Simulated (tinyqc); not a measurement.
Depolarisation shift: optical transitions of a finite quantum well.

Each carrier sees a square well of width L with its own depth V and masses m (inside), mb (outside); c = hbar^2/2m0, k = sqrt(m E/c), kappa = sqrt(mb (V - E)/c), and level n solves k L + 2 atan[(k/m)/(kappa/mb)] = n pi. The envelope is cos(kz) for odd n and sin(kz) for even n inside, joins exp(-kappa (|z| - L/2)) outside, and is normalised to 1. Excitons and band mixing are left out.

Constants: hbar^2/2m0 = 3.80998211 eV angstrom^2; e^2/(4 pi eps0) = 14.39964547 eV angstrom.

Inputs chosen for the exercise (near those of a GaAs well in AlGaAs; shifted at random, so the results belong to these values and not to a real crystal):

| symbol | value | unit | meaning |
|---|---|---|---|
| L | 61 | angstrom | well width |
| Vc | 0.283 | eV | conduction offset |
| me | 0.0658 | m0 | electron, well |
| meb | 0.096 | m0 | electron, barrier |
| eps | 11 |  | background dielectric constant |
| Nss | (0.054, 0.14, 0.27, 0.54, 0.81, 1.1, 1.6) | x 1e12/cm^2 | sheet densities |

The collective line lies at E12 sqrt(1 + a), a = 8 pi q (n1 - n2) S/(eps E12), q = e^2/(4 pi eps0), S = integral over z of (integral up to z of psi_1 psi_2)^2. Zero temperature with the mass me in both subbands: n1 - n2 = Ns until Ns reaches D E12, D = me/(2 pi c), and D E12 beyond. 1e12/cm^2 = 1e-4/angstrom^2; exchange and the static band bending by the charge are left out.

Line position:

| Ns (1e12/cm^2) | n1 - n2 | a | line (meV) | shift (meV) |
|---|---|---|---|---|
| 0.054 | 0.054 | 0.0052 | 171.44 | 0.45 |
| 0.14 | 0.140 | 0.0135 | 172.14 | 1.15 |
| 0.27 | 0.270 | 0.0261 | 173.21 | 2.22 |
| 0.54 | 0.540 | 0.0522 | 175.40 | 4.41 |
| 0.81 | 0.810 | 0.0783 | 177.56 | 6.57 |
| 1.1 | 1.100 | 0.1064 | 179.85 | 8.87 |
| 1.6 | 1.600 | 0.1547 | 183.74 | 12.75 |

S = 5.026 angstrom
E12 = 170.99 meV

What can be read from this table?

The upward shift grows from 0.45 to 12.75 meV, 7.5 % of E12 at most. For small a the shift is a E12/2, linear in Ns; in the last row that rule gives 13.23 meV. S/L = 0.0824, against 5/(9 pi^2) = 0.0563 for hard walls.

(tinyqc, `OMP_NUM_THREADS=1 python tinyqc.py 1282723 1282724 out.jsonl`, Intel(R) Xeon(R) Processor @ 2.30GHz, 1 thread, shared host, about 0.07 s.)
